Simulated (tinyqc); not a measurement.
Composition and strain of an epitaxial Si(1-x)Ge(x) layer from Raman and X-ray peaks: one step, computed by the program tinyqc. Command: `OMP_NUM_THREADS=1 python tinyqc.py 3011706 3011707 out.jsonl epiraman walk`. One thread of a shared host (Intel(R) Xeon(R) Processor @ 2.30GHz), about 0.01 s of CPU time with the checks.

A (001) layer, biaxially strained in the plane. The Raman peaks follow empirical lines omega = w0 + c1 x + c3 x^3 + b eps (c3 for Si-Ge alone), with eps the in-plane strain.

Question. X-ray (004) reflection. Bragg angle theta = arcsin(2 lambda/a) for (004), for the substrate with a_sub and the layer with a_perp; separation in arc seconds.

Inputs (values chosen for the exercise, modelled on silicon-germanium): X-ray wavelength = 1.540598 angstrom.

Substrate: relaxed alloy buffer.

substrate constant a_sub = 5.615741 angstrom

a_perp = 5.530818 angstrom

Give: theta of the substrate; theta of the layer; separation, layer less substrate.

Answer.

theta of the substrate = 33.28 degree

theta of the layer = 33.86 degree

separation, layer less substrate = 2085 arcsec
